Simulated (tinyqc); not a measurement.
Interband optics of a two-band s-p chain from momentum matrix elements: sweeps and comparisons. A value that a table varies takes the place of the one given here.

H(k) = [[Es - 2 ts cos ka, 2i V sin ka], [-2i V sin ka, Ep_ + 2 tp cos ka]] in the basis s, p; the lower band is full, with two electrons a cell. The velocity operator times hbar is W = dH/dk (eV angstrom); intra-atomic dipoles are left out.

With w(k) = |<c|W|v>|^2 and D(k) = Ec - Ev, on the mesh k_j = (j + 1/2)/N (2 pi/a): eps(E) = 1 + (8 pi e2/(a Ar)) mean_j (w/D^2) [1/(D - E - i eta) + 1/(D + E + i eta)], e2 = e^2/(4 pi eps0); light polarised along the chains, no local fields.

Constants: e^2/(4 pi eps0) = 14.39964547 eV angstrom; hbar^2/2m0 = 3.80998211 eV angstrom^2.

Inputs chosen for the exercise:
- a = 4.2 angstrom (period)
- Es = 3.86 eV (upper orbital (s))
- Ep_ = -3.11 eV (lower orbital (p))
- ts = 0.37 eV (s-s hopping)
- tp = 0.3 eV (p-p hopping)
- V = 1.14 eV (s-p hopping)
- Ar = 13.1 angstrom^2 (cross-section per chain)
- eta = 0.2 eV (Lorentzian half width)
- E = 8.59 eV (photon energy)

## Joint density of states against eps2

Mesh of 2000 points. J(E) = mean of (eta/pi)/((E - D)^2 + eta^2). The fourth column is J times the constant (8 pi^2 e2/(a Ar)) mean(w/D^2). R = |(sqrt(eps) - 1)/(sqrt(eps) + 1)|^2.

Spectrum:
```
E (eV)  J (1/eV)   eps2  eps2 with constant element    eps1      R
5.03       0.025  0.957                       0.424   5.677  0.171
5.41       0.074  3.430                       1.264   7.895  0.252
5.79       0.195  8.965                       3.349   2.283  0.362
6.17       0.158  4.997                       2.720  -0.798  0.350
6.55       0.144  2.866                       2.466  -0.658  0.297
6.93       0.144  1.750                       2.470  -0.002  0.191
7.30       0.157  1.206                       2.687   0.881  0.067
7.68       0.193  1.209                       3.308   2.204  0.067
8.06       0.320  3.075                       5.492   4.494  0.182
8.44       0.709  9.402                      12.171  -0.609  0.426
8.82       0.241  2.742                       4.143  -4.427  0.665
9.20       0.069  0.813                       1.177  -2.471  0.752
```

Transitions span 5.630 to 8.600 eV. Among the energies listed J peaks at 8.44 eV and eps2 at 8.44 eV. The ratio of eps2 to the constant-element value is 2.68 at 5.79 eV and 0.77 at 8.44 eV: w/D^2 is 2.893 angstrom^2 at the zone centre and 1.328 at the edge.

## Mesh against broadening

eps2 at E for three widths, and eps(0) at eta = 0; the last row is the mesh of 2000 points.

Convergence:
```
N     eta = 0.03 eV  eta = 0.1 eV  eta = 0.3 eV  eps(0)
4            25.737        19.039         7.423  2.0412
8            16.104         8.226         5.903  2.5774
16           14.405         8.862         5.880  2.6095
32           14.608         9.206         5.876  2.6096
64           14.565         9.203         5.876  2.6096
128          14.573         9.203         5.876  2.6096
2000         14.573         9.203         5.876  2.6096
```

The first N from which eps2 stays within 2 % of the last row is 16 for eta = 0.03, 32 for 0.1 and 8 for 0.3 eV; for eps(0) and 0.1 % it is 16. E lies inside the range of transitions, so as a rule the spacing of D between mesh points must fall below eta (less so where the weight w is small at E).

## Static constant against the gap

Es takes the values listed; mesh of 400 points; the Penn-type estimate is 1 + 8 pi c e2 n_eff/(a Ar Dm^2) with Dm the f-weighted mean of D, f = w/(c D), n_eff = 2 mean(f), c = hbar^2/2m0.

Results:
```
Es (eV)  smallest D (eV)  Dm (eV)  n_eff  eps(0)  estimate
3.56               5.330    6.935  3.163   2.826     2.648
3.86               5.630    7.227  3.056   2.610     2.466
4.36               6.130    7.715  2.891   2.319     2.217
4.86               6.630    8.204  2.742   2.095     2.021
5.86               7.630    9.184  2.482   1.779     1.737
6.86               8.630   10.166  2.264   1.573     1.549
8.86              10.630   12.138  1.921   1.337     1.327
```

eps(0) - 1 falls from 1.826 to 0.337, as Dm^-3.02; a fixed n_eff would give the power -2, and n_eff goes from 3.163 to 1.921. The single-gap estimate is low by 9.8 % of eps(0) - 1 in the first row and 2.9 % in the last, since 1/D^2 favours the smallest separations. n_eff need not equal the 2 electrons of the cell: a two-orbital basis with chosen hoppings does not obey the free-electron sum rule.

## What moves the optical response

Mesh of 400 points; n_eff = 2 mean(w/(c D)), c = hbar^2/2m0. Each row changes one parameter from the base and keeps the others.

Results:
```
case                   smallest D (eV)  largest D (eV)  n_eff  eps(0)
base                             5.630           8.600  3.056   2.610
a = 4.41 angstrom                5.630           8.600  3.369   2.690
Es = 4.16 eV                     5.930           8.868  2.955   2.426
ts = 0.444 eV                    5.482           8.670  3.066   2.654
V = 1.254 eV                     5.630           8.802  3.608   2.877
Ar = 14.41 angstrom^2            5.630           8.600  3.056   2.463
```

The largest shifts from the base row, up to three for each result and ties (the steps differ in size, so this ranks the rows, not the parameters). smallest D (eV): Es +0.300, ts -0.148; unchanged at the printed digits by a, V and Ar. largest D (eV): Es +0.268, V +0.202, ts +0.069; unchanged at the printed digits by a and Ar. n_eff: V +0.552, a +0.313, Es -0.101; unchanged at the printed digits by Ar. eps(0): V +0.267, Es -0.183, Ar -0.146.

tinyqc: `OMP_NUM_THREADS=1 python tinyqc.py 1682744 1682745 out.jsonl`; about 0.01 s, one thread, shared Intel(R) Xeon(R) Processor @ 2.30GHz.
